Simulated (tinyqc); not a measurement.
Six-band Luttinger-Kohn model with strain: sweeps and comparisons. A value that a table varies takes the place of the one given here.

Six-band Luttinger-Kohn model in the basis |3/2,3/2>, |3/2,1/2>, |3/2,-1/2>, |3/2,-3/2>, |1/2,1/2>, |1/2,-1/2>, electron energies, zero at the top of the unstrained valence band. H = -[rows: (P+Q, -S, R, 0, -S/r2, r2 R); (-S*, P-Q, 0, R, -r2 Q, r32 S); (R*, 0, P-Q, S, r32 S*, r2 Q); (0, R*, S*, P+Q, -r2 R*, -S*/r2); (-S*/r2, -r2 Q, r32 S, -r2 R, P+Dso, 0); (r2 R*, r32 S*, r2 Q, -S/r2, 0, P+Dso)], r2 = sqrt(2), r32 = sqrt(3/2). Levels are twofold.

P = c g1 k^2 - av tr(e); Q = c g2 (kx^2 + ky^2 - 2 kz^2) - (b/2)(exx + eyy - 2 ezz); R = c sqrt3 [-g2 (kx^2 - ky^2) + 2i g3 kx ky] + (sqrt3/2) b (exx - eyy) - i d exy; S = 2 c sqrt3 g3 (kx - i ky) kz - d (exz - i eyz); c = hbar^2/2m0, e the strain tensor (not engineering shear).

s11 = (C11 + C12)/((C11 - C12)(C11 + 2 C12)), s12 = -C12/((C11 - C12)(C11 + 2 C12)), s44 = 1/C44; exx = s11 sxx + s12 (syy + szz) and cyclic, exy = s44 sxy/2; tension is positive. A uniaxial stress X along the unit vector n is s_ij = X n_i n_j.

Constants: hbar^2/2m0 = 3.80998211 eV angstrom^2.

Values chosen for the exercise (near those of Si; the results hold for these values, not for the real material): Dso = 0.045 eV (spin-orbit splitting); g1 = 4.34 (Luttinger gamma1); g2 = 0.34 (gamma2); g3 = 1.46 (gamma3); av = 2.32 eV (valence hydrostatic potential); b = -2.16 eV (tetragonal shear potential); d = -5.05 eV (trigonal shear potential); C11 = 165.7 GPa; C12 = 64.1 GPa; C44 = 82.3 GPa; load = uniaxial [110] (kind of stress); X1 = 1.7 GPa (size of the stress); E_h = 40 meV (hole energy below the top); X = -0.95 GPa (stress).

## Sweep of a uniaxial [110] stress

Edges at k = 0 and curvature masses of the top pair along [110] and [001] (step 0.0002 1/angstrom); at zero stress the top is fourfold and has no single curvature.

Edges and masses:

| X (GPa) | top (eV) | second (eV) | third (eV) | splitting (meV) | m [110] | m [001] |
|---|---|---|---|---|---|---|
| -1.50 | 0.0333 | -0.0393 | -0.0745 | 72.6 | 0.114 | 0.270 |
| -1.00 | 0.0202 | -0.0263 | -0.0625 | 46.5 | 0.117 | 0.268 |
| -0.50 | 0.0084 | -0.0132 | -0.0520 | 21.6 | 0.125 | 0.264 |
| 0.00 | 0.0000 | 0.0000 | -0.0450 | 0.0 | - | - |
| 0.50 | 0.0133 | -0.0011 | -0.0454 | 14.4 | 0.452 | 0.208 |
| 1.00 | 0.0268 | 0.0052 | -0.0534 | 21.5 | 0.425 | 0.204 |
| 1.50 | 0.0404 | 0.0152 | -0.0650 | 25.2 | 0.402 | 0.201 |

The splitting reaches 72.6 meV under compression and 25.2 meV under the same tension; linear shear terms alone would make the two equal, and the difference comes from the coupling to the split-off band. At the ends of the sweep the top pair has a mass along [110] of 0.114 under compression and 0.402 under tension, so compression gives the lighter holes along [110]; along [001] it has 0.270 and 0.201. The top edge itself moves by +33 and +40 meV.

## Which stress helps holes along [110]

Each load has size X1 (biaxial: sxx = syy); masses are curvatures of the top pair at k = 0.

Results:

| load | splitting (meV) | top edge (meV) | m [110] | m [001] |
|---|---|---|---|---|
| uniaxial [110], compression | 83.3 | 38.8 | 0.113 | 0.271 |
| uniaxial [110], tension | 26.2 | 45.8 | 0.394 | 0.199 |
| uniaxial [100], compression | 97.0 | 47.4 | 0.214 | 0.271 |
| uniaxial [100], tension | 25.4 | 49.6 | 0.240 | 0.214 |
| uniaxial [111], compression | 79.4 | 35.9 | 0.141 | 0.230 |
| uniaxial [111], tension | 24.4 | 43.5 | 0.347 | 0.230 |
| biaxial (001), compression | 25.4 | 9.3 | 0.214 | 0.273 |
| biaxial (001), tension | 97.0 | 87.7 | 0.271 | 0.177 |

The lightest mass along [110] (0.113) comes with uniaxial [110], compression. The largest splitting (97.0 meV) comes with uniaxial [100], compression; biaxial (001), tension. The heaviest mass along [001] (0.273), which lowers the confinement energy in a (001) channel, comes with biaxial (001), compression. The splitting per GPa follows b (s11 - s12) for loads along cube axes and d s44 for [111]: here 2 |b| (s11 - s12) = 42.5 and |d| s44/sqrt3 = 35.4 meV per GPa in the limit of large Dso; where the splitting nears Dso, mixing with the split-off band makes it depend on the sign of the load.

## Warping of the constant-energy contours (six-band Luttinger-Kohn model)

No strain (e = 0). In the plane kz = 0, |k| where the top and second pairs lie E_h below the top, against the angle from [100]; m = c k^2/E_h.

Contours:

| angle (degrees) | k top (1/angstrom) | k second (1/angstrom) | m top (m0) | m second (m0) |
|---|---|---|---|---|
| 0 | 0.0536 | 0.0466 | 0.273 | 0.207 |
| 9 | 0.0566 | 0.0459 | 0.305 | 0.201 |
| 18 | 0.0655 | 0.0450 | 0.408 | 0.193 |
| 27 | 0.0835 | 0.0444 | 0.664 | 0.188 |
| 36 | 0.1182 | 0.0441 | 1.331 | 0.186 |
| 45 | 0.1509 | 0.0440 | 2.170 | 0.185 |

The heavy contour reaches 2.818 times as far along [110] as along [100], the light one 0.945 times. The warping follows g3 - g2 = 1.12 and would vanish for g2 = g3. Along [100] the heavy mass is 1/(g1 - 2 g2) = 0.273 at any energy, while the light one is 0.2069, against 1/(g1 + 2 g2) = 0.1992 at the edge, for E_h/Dso = 0.89.

## What each parameter does

Edges at k = 0 under a uniaxial [110] stress X and the curvature mass of the top pair along [110] (step 0.0002 1/angstrom). Each row changes one parameter from the base and keeps the others.

Results:

| case | top (eV) | second (eV) | third (eV) | mass (m0) |
|---|---|---|---|---|
| base | 0.0189 | -0.0250 | -0.0614 | 0.118 |
| Dso = 0.054 eV | 0.0180 | -0.0251 | -0.0695 | 0.119 |
| C12 = 76.92 GPa | 0.0208 | -0.0248 | -0.0618 | 0.117 |
| g2 = 0.272 | 0.0189 | -0.0250 | -0.0614 | 0.118 |
| C11 = 132.56 GPa | 0.0225 | -0.0263 | -0.0665 | 0.117 |
| b = -2.592 eV | 0.0208 | -0.0254 | -0.0628 | 0.117 |
| g3 = 1.752 | 0.0189 | -0.0250 | -0.0614 | 0.108 |
| C44 = 98.76 GPa | 0.0153 | -0.0226 | -0.0602 | 0.119 |

The largest shifts from the base row, up to three for each result and ties (the steps differ in size, so this ranks the rows, not the parameters). top (eV): C44 -0.0037, C11 +0.0035, C12 +0.0019; unchanged at the printed digits by g2 and g3. second (eV): C44 +0.0024, C11 -0.0013, b -0.0004; unchanged at the printed digits by g2 and g3. third (eV): Dso -0.0081, C11 -0.0051, b -0.0014; unchanged at the printed digits by g2 and g3. mass (m0): g3 -0.010, Dso +0.002, C44 +0.002; unchanged at the printed digits by g2. The Luttinger parameters multiply k^2 and cannot move the edges; av shifts all edges alike and leaves the mass.

Program tinyqc; command `OMP_NUM_THREADS=1 python tinyqc.py 1050821 1050822 out.jsonl`; about 0.03 s on one thread of a shared Intel(R) Xeon(R) Processor @ 2.30GHz.
